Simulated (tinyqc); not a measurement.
Perpendicular magnetic tunnel junction: magnetoresistance, thermal stability and spin-torque switching: one step of the calculation.

A circular free layer treated as one macrospin with its easy axis out of plane. mu0 = 1.25663706212e-6 H/m, gyromagnetic ratio q/m0 (g = 2). Magnetic parameters are taken as given at T.

Task. Retention of the array. A bit flips thermally at the rate exp(-Delta)/t0; the chance that any of N bits flips in ten years (3.15576e8 s) is 1 - exp[-N (time/t0) exp(-Delta)]. The Delta needed for a chance of 1e-4 follows by inversion.

Inputs (values chosen for the exercise): attempt time t0 = 1 ns; bits N = 1.34e8.

Delta = 45.833502

Wanted: mean life of one bit; expected flips in ten years; Delta needed.

Result.

mean life of one bit = 2548 years
expected flips in ten years = 5.260e5
Delta needed = 68.22

Delta falls short of the need by 22.4.

tinyqc, about 0.01 s, one thread, Intel Xeon 2.30GHz (shared host): `OMP_NUM_THREADS=1 python tinyqc.py 2450023 2450024 out.jsonl`
